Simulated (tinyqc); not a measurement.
Worked calculation: inversion-layer mobility, back-scattering and ballistic limit of a field-effect transistor. Computed by tinyqc, a small Python program that keeps every step. Command: `OMP_NUM_THREADS=1 python tinyqc.py 3018754 3018755 out.jsonl mos walk`. One thread of a shared host (Intel(R) Xeon(R) Processor @ 2.30GHz), about 0.01 s of CPU time with the checks. Intermediate numbers are printed to about 6 digits and carried at full precision; extremes and crossings named in words are read from the listed rows.

The charge at the top of the source barrier is fixed by the gate; series resistance and short-channel effects are left out. F_j are Fermi integrals normalised to exp(eta) in the classical limit.

Inputs (values chosen for the exercise, modelled on a silicon n-channel):
```
quantity                                       value        unit
transport mass m                                0.18         m_0
valley degeneracy g_v                              2           -
weight w of the inversion charge                 0.5           -
permittivity eps                                11.7           -
phonon mobility at 1 MV/cm and 300 K, mu_ph      350  cm^2/(V s)
roughness mobility at 1 MV/cm, mu_sr            1700  cm^2/(V s)
Coulomb mobility at N_inv = 1e12/cm^2, mu_C      650  cm^2/(V s)
electrical oxide thickness t_inv                 1.6          nm
depletion charge N_dep                       2.3e+12      1/cm^2
gate overdrive V_G - V_T                        0.79           V
drain voltage V_D                               0.87           V
channel length L                                  14          nm
exponent a of the critical length               0.57           -
temperature T                                    300           K
```

Statistics at the top of the barrier: Fermi-Dirac.

Constants: eps_0 = 8.8541878128e-12 F/m; e = 1.602176634e-19 C; m_0 = 9.1093837015e-31 kg; k_B = 1.380649e-23 J/K; hbar = 1.054571817e-34 J s; k_B = 8.617333262e-05 eV/K.

## Charge and field

N_inv = 3.9 eps_0 (V_G - V_T)/(e t_inv); effective field E_eff = e (N_dep + w N_inv)/(eps eps_0).

inversion density N_inv = 1.06417e+13 1/cm^2

effective field E_eff = 1.17863 MV/cm

## Effective mobility

mu_phonon = mu_ph (E_eff/1 MV/cm)^(-0.3) (T/300 K)^(-1.75); mu_rough = mu_sr (E_eff/1 MV/cm)^(-2); mu_Coulomb = mu_C (N_inv/1e12 cm^-2) (T/300 K); Matthiessen's rule adds 1/mu.

phonon part = 333.161 cm^2/(V s)

roughness part = 1223.75 cm^2/(V s)

Coulomb part = 6917.09 cm^2/(V s)

effective mobility mu = 252.316 cm^2/(V s)

The phonon part is the lowest and holds 76 % of 1/mu.

## Ballistic limit

F_j(eta) = (1/Gamma(j + 1)) int_0^infinity x^j/(1 + exp(x - eta)) dx, F_0 = ln(1 + exp(eta)). Integrals over x = E/(k_B T) use 160 Gauss-Legendre points in u = sqrt(x) from 0 to sqrt(max(eta, 0) + 32). Ballistic channel: N_2D = g_v m k_B T/(pi hbar^2), U = e V_D/(k_B T); eta_F solves N_inv = (N_2D/2)[F_0(eta_F) + F_0(eta_F - U)]; v_T = sqrt(2 k_B T/(pi m)); I/W = e (N_2D/2) v_T [F_1/2(eta_F) - F_1/2(eta_F - U)]; injection velocity v_T F_1/2(eta_F)/F_0(eta_F).

N_2D = 3.88771e+12 1/cm^2

eta_F = 5.47032

thermal velocity v_T = 1.26812 1e7 cm/s

injection velocity = 2.32486 1e7 cm/s

ballistic current I/W = 3963.86 microampere/micrometre

Degeneracy raises the injection velocity by a factor 1.83.

## Back-scattering

Mean free path lambda = (2 k_B T/e)(mu/v_T) F_0(eta_0)/F_-1/2(eta_0), with eta_0 from N_inv = N_2D F_0(eta_0); critical length l = L (1 + U)^(-a), an empirical rule; back-scattering r = l/(l + lambda). Then eta solves N_inv = (N_2D/2)[(1 + r) F_0(eta) + (1 - r) F_0(eta - U)] and I/W = e (N_2D/2) v_T (1 - r)[F_1/2(eta) - F_1/2(eta - U)]. Ballistic ratio: I over the ballistic current. Apparent mobility 1/(1/mu + 1/mu_B), mu_B = mu L/lambda.

eta_0 = 2.67032

mean free path lambda = 16.2606 nm

critical length l = 1.85556 nm

back-scattering coefficient r = 0.102425

current I/W = 3099.24 microampere/micrometre

ballistic ratio = 0.781876

apparent low-field mobility = 116.733 cm^2/(V s)

L/lambda = 0.86, but at this drain voltage only the first 1.86 nm can return a carrier to the source, so the device works at 78 % of its ballistic limit. Caution: in a degenerate gas the layer that can return carriers is set by E_F rather than k_B T, so l is underestimated.

## Channel length

The last column is the long-channel law e N_inv mu V/L with V = V_D - V_D^2/(2 V_ov) below pinch-off and V_ov/2 above, V_ov = V_G - V_T.

Currents (microampere/micrometre):
```
L (nm)         r      I/W  ballistic ratio  long-channel law
5       0.039159  3606.55         0.909858           33985.4
10      0.075367  3306.53         0.834170           16992.7
20      0.140169  2831.70         0.714381            8496.4
40      0.245874  2194.44         0.553611            4248.2
80      0.394701  1507.49         0.380309            2124.1
160     0.566001   923.44         0.232965            1062.0
400     0.765280   425.53         0.107354             424.8
1000    0.890722   180.97         0.045655             169.9
```

The current scales as L^-0.93 at the long end and as L^-0.13 at the short end, where it reaches 91 % of the ballistic 3960. The long-channel law passes the ballistic limit between 40.0 and 80.0 nm and has no meaning below. At 1000 nm the model gives 1.06 times the long-channel law. Raising mu by 10 % at 20 nm raises I by 2.7 %.

## The mobility curve

The formulas are those given above.

Mobilities (cm^2/(V s)):
```
V_G - V_T (V)  N_inv (1/cm^2)  E_eff (MV/cm)   phonon  roughness  Coulomb    total
0.03              4.04114e+11        0.38697  465.335    11352.8    262.7  165.451
0.06              8.08229e+11        0.41822  454.619     9719.6    525.3  237.754
0.12              1.61646e+12        0.48072  436.015     7356.5   1050.7  295.755
0.20              2.69410e+12        0.56405  415.597     5343.4   1751.2  316.018
0.35              4.71467e+12        0.72030  386.202     3276.6   3064.5  310.479
0.50              6.73524e+12        0.87655  364.112     2212.6   4377.9  291.818
0.75              1.01029e+13        1.13697  336.778     1315.1   6566.9  257.599
1.00              1.34705e+13        1.39738  316.573      870.6   8755.8  226.159
1.50              2.02057e+13        1.91822  287.872      462.0  13133.7  174.998
```

The lowest part is Coulomb at 0.0300, phonon from 0.0600 to 1.50 V. The total peaks at 316 near E_eff = 0.56 MV/cm: screening lifts it at low density and the field presses it down at high density.

Checks made by the program: long channel and small V_D against the drift formula e N mu V_D/L (relative difference 2e-04).
